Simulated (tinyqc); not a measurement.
Resistance of a source-drain extension with a graded tip: one step of the calculation.

y runs along the channel, the gate covers y > 0. The doping is N0 for y < y0 and N0 10^(-(y - y0)/la) beyond, uniform over the depth xj. Sheet conductance s(y) = q mu(N) max(N - Nch, 0) xj + (for y > 0) ma Cox Vo, with mu(N) = u0 + (u1 - u0)/(1 + (N/Nr)^au) and Cox = eps0 eox/tox. Current is taken as one-dimensional; depletion of the tip, spreading and the contact are left out. The metallurgical junction lies at yj, where N = Nch.

Question. Sheet resistances and junction position. yj = y0 + la log10(N0/Nch); sheet resistance of the full extension 1/[q mu(N0)(N0 - Nch) xj] and of the gate-induced layer 1/(ma Cox Vo); metallurgical length Lg - 2 yj; ye is where the doped and the gate-induced conductances are equal.

Values chosen for this exercise; mobility law close to that of holes in silicon:

| symbol | value | unit | meaning |
|---|---|---|---|
| eox | 3.9 |  | relative permittivity of the gate insulator (close to silicon dioxide) |
| tox | 1.1 | nm | insulator thickness |
| N0 | 1.4e20 | cm^-3 | active doping of the extension far from the gate |
| la | 2 | nm/decade | lateral abruptness |
| y0 | 0.9 | nm | position under the gate where the fall begins (gate edge at 0) |
| xj | 24 | nm | depth of the extension |
| Nch | 3.3e18 | cm^-3 | channel doping |
| Vo | 0.48 | V | gate overdrive |
| ma | 44 | cm^2/(V s) | mobility of the gate-induced layer |
| u1 | 470.5 | cm^2/(V s) | mobility at low doping |
| u0 | 44.9 | cm^2/(V s) | mobility at high doping |
| Nr | 2.23e17 | cm^-3 | reference doping |
| au | 0.719 |  | exponent |
| Lg | 40 | nm | gate length |

Constants: q = 1.602176634e-19 C, eps0 = 8.8541878128e-14 F/cm where lengths are in cm. Results are converted to the units shown.

Give: yj; sheet resistance of the extension; sheet resistance of the induced layer; metallurgical length; ye; N at ye.

Answer.

yj = 4.155 nm
sheet resistance of the extension = 388.2 ohm/square
sheet resistance of the induced layer = 1.508e4 ohm/square
metallurgical length = 31.69 nm
ye = 3.736 nm
N at ye = 5.347e18 cm^-3

The gate takes over 0.419 nm before the junction, where N is still 1.62 times the channel doping.

Program tinyqc, `OMP_NUM_THREADS=1 python tinyqc.py 2282234 2282235 out.jsonl`; Intel Xeon 2.30GHz, shared host, one thread, about 0.04 s.
